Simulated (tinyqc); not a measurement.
What each parameter does: shallow acceptor in the spherical four-band model.

Units Ry* = Ry/(g1 eps^2) and a* = a0 eps g1; mu = (6 g3 + 4 g2)/(5 g1) is the spherical heavy-light coupling and delta = (g3 - g2)/g1 the cubic term, which is left out.

The ground state 1S3/2 has an L = 0 part f(r) and an L = 2 part g(r). In units of Ry* and a*, with Gaussians f_i = exp(-a_i r^2), g_i = r^2 exp(-a_i r^2), A = a_i + a_j and I(n) = Gamma((n + 1)/2)/(2 A^((n + 1)/2)): S_ff = I(2), S_gg = I(6), H_ff = (6 a_i a_j/A) I(2) - 2 I(1), H_gg = (14 a_i a_j/A) I(6) - 2 I(5), H_fg = -mu [15 I(2) - 20 a_j I(4) + 4 a_j^2 I(6)]; each function is then normalised. The split-off band is left out.

Converged values use 22 exponents 2.2^i, i = -7 to 14, for f and for g.
Constants: Ry = 13.60569312 eV; a0 (Bohr radius) = 0.5291772105 angstrom.

Parameters, chosen for this exercise (near those of a shallow acceptor in InP; not measured data):
- g1 = 5.07 (Luttinger gamma1)
- g2 = 1.6 (gamma2)
- g3 = 2.1 (gamma3)
- eps = 12.6 (dielectric constant)

Converged values. Each row changes one parameter from the base and keeps the others.

Results:

| case | mu | Ry* (meV) | binding (meV) | <r> (angstrom) |
|---|---|---|---|---|
| base | 0.750 | 16.90 | 36.20 | 25.9 |
| g1 = 5.48 | 0.693 | 15.64 | 28.56 | 32.4 |
| g2 = 1.36 | 0.712 | 16.90 | 32.37 | 28.7 |
| g3 = 1.93 | 0.709 | 16.90 | 32.16 | 28.9 |
| eps = 13.6 | 0.750 | 14.51 | 31.07 | 28.0 |

The largest shifts from the base row, up to three for each result and ties (the steps differ in size, so this ranks the rows, not the parameters). mu: g1 -0.056, g3 -0.040, g2 -0.038; unchanged at the printed digits by eps. Ry* (meV): eps -2.39, g1 -1.26; unchanged at the printed digits by g2 and g3. binding (meV): g1 -7.64, eps -5.13, g3 -4.04. <r> (angstrom): g1 +6.5, g3 +2.9, g2 +2.8. g1 acts twice: it lowers Ry* and it lowers mu.

(tinyqc, `OMP_NUM_THREADS=1 python tinyqc.py 1280665 1280666 out.jsonl`, Intel(R) Xeon(R) Processor @ 2.30GHz, 1 thread, shared host, about 0.03 s.)
